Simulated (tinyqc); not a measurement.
Worked calculation: deep trap from a strong local potential in a two-band host (Koster-Slater model with semi-elliptic bands). Computed by tinyqc, a small Python program that keeps every step. Command: `OMP_NUM_THREADS=1 python tinyqc.py 3022171 3022172 out.jsonl deeptrap walk`. One thread of a shared host (Intel(R) Xeon(R) Processor @ 2.30GHz), about 0.03 s of CPU time with the checks. Intermediate numbers are printed to about 7 digits and carried at full precision; extremes and crossings named in words are read from the listed rows.

The valence band spans -2 W_v to 0 and the conduction band E_g to E_g + 2 W_c. The orbital at the impurity site has weight f_v in the valence band and 1 - f_v in the conduction band, each spread as a semi-ellipse (2/(pi W^2)) sqrt(W^2 - x^2) about the band centre. The impurity adds U to this orbital. Spin is left out.

Inputs (values chosen for the exercise, with a gap close to that of GaAs):
```
quantity,value,unit
gap E_g,1.39,eV
half-width of the valence band W_v,2.5,eV
half-width of the conduction band W_c,4.9,eV
valence weight f_v of the site orbital,0.53,-
impurity potential U,10.5,eV
levels per band n,2,-
trial energy E,1.15,eV
```

Impurity: repulsive, acceptor-like.

## Green function at the trial energy

In the gap G(E) = f_v (2/W_v^2)[x - sqrt(x^2 - W_v^2)] - (1 - f_v)(2/W_c^2)[y - sqrt(y^2 - W_c^2)], x = E + W_v, y = E_g + W_c - E. The potential that would put a level at E is U = 1/G(E).

valence part = 0.1680028 1/eV

conduction part = -0.1404602 1/eV

G(E) = 0.02754267 1/eV

potential needed = 36.30730 eV

## Thresholds and the vacancy level

G falls across the gap from G(0) to G(E_g). A repulsive U binds if U > 1/G(0), an attractive one if U < 1/G(E_g); the vacancy level (U infinite) solves G(E) = 0 (bisection).

G(0) = 0.3321481 1/eV

G(E_g) = -0.03754911 1/eV

repulsive threshold = 3.010705 eV

attractive threshold = -26.63179 eV

vacancy level = 1.303072 eV

## The trap level

The trap level solves G(E) = 1/U (bisection). With D = -dG/dE = D_v + D_c, D_v = f_v (2/W_v^2)[x/sqrt(x^2 - W_v^2) - 1] and D_c = (1 - f_v)(2/W_c^2)[y/sqrt(y^2 - W_c^2) - 1], the weight on the impurity orbital is 1/(U^2 D) and the conduction-band character is D_c/D.

trap level E_t = 0.6669674 eV

weight on the impurity orbital = 0.06156252

conduction-band character = 0.2759674

depth below the conduction band = 0.7230326 eV

The level comes up from the valence band and has covered 51 % of the way to the vacancy level, which it can never pass; 94 % of the state lies on host orbitals.

## The same problem as a small matrix

Each band is replaced by n levels e_k = centre + W cos(k pi/(n + 1)) with weights w_k = f (2/(n + 1)) sin^2(k pi/(n + 1)), k = 1..n (valence first); H_kl = e_k delta_kl + U sqrt(w_k w_l).

host levels e_k (eV): [-1.25, -3.75, 8.74, 3.84]

weights w_k: [0.265, 0.265, 0.235, 0.235]

H (eV), lower triangle (symmetric):
```
,1,2,3,4
1,1.53250
2,2.78250,-0.96750
3,2.62027,2.62027,11.20750
4,2.62027,2.62027,2.46750,6.30750
```

## Levels of the small matrix

Diagonalise H (2n rows). The trap level, between the highest valence and the lowest conduction e_k, is number n + 1 from below for an attractive impurity and number n for a repulsive one.

levels (eV): [-2.89816, 0.66542, 5.90668, 14.40606]

trap level of the matrix = 0.6654243 eV

It misses the Green-function level by -0.0015 eV. The lone level at 14.41 eV is the split-off partner, which holds a large part of the impurity orbital.

## Chemical trend: level against potential

U is 1.05, 1.2, 1.5, 2, 3, 5, 10 and 30 times the threshold, rounded to three digits; the largest values are formal and only show the vacancy limit.

Trend:
```
U (eV),E_t (eV),weight on the impurity,conduction character,E_t - vacancy level (eV)
3.16,0.001769,0.0229422,0.0053417,-1.301304
3.61,0.023775,0.0702319,0.0216548,-1.279297
4.52,0.109444,0.1094247,0.0560827,-1.193629
6.02,0.280435,0.1119923,0.1155631,-1.022638
9.03,0.565774,0.0766528,0.2286488,-0.737299
15.10,0.874096,0.0323190,0.3887974,-0.428977
30.10,1.112221,0.0074895,0.5564563,-0.190852
90.30,1.248631,0.0006617,0.6870256,-0.054442
```

dE_t/dU equals the weight on the impurity, which peaks at 0.112 (U = 6.02 eV) and falls to 6.6e-4 in the last row, so beyond the peak each further eV of potential moves the level less. The level nears the vacancy level, 1.303 eV, as 1/U: it is 0.191 eV away at 10 times the threshold and 0.054 eV at 30 times, and the state is then host-like.

## Opening the gap, as alloying or pressure does

The conduction band is shifted rigidly; widths, weights and U stay.

Against the gap:
```
E_g (eV),E_t (eV),depth below E_c (eV),conduction character
0.695,0.4477825,0.247217,0.3708623
0.903,0.5204972,0.382503,0.3311082
1.110,0.5860361,0.523964,0.3035095
1.250,0.6274620,0.622538,0.2886936
1.390,0.6669674,0.723033,0.2759674
1.600,0.7231623,0.876838,0.2597063
1.810,0.7762155,1.033785,0.2459075
2.220,0.8723169,1.347683,0.2237572
```

As the conduction band moves up by 1.525 eV the level follows by 0.425 eV, a mean slope of 0.28; the local slope is the conduction character. A shallow donor would follow with slope 1 and a shallow acceptor with slope 0.

Checks made by the program: closed form against a 4000-point quadrature of the densities of states (relative difference below 1e-10); 200 levels per band against the Green function (relative difference below 1e-10).
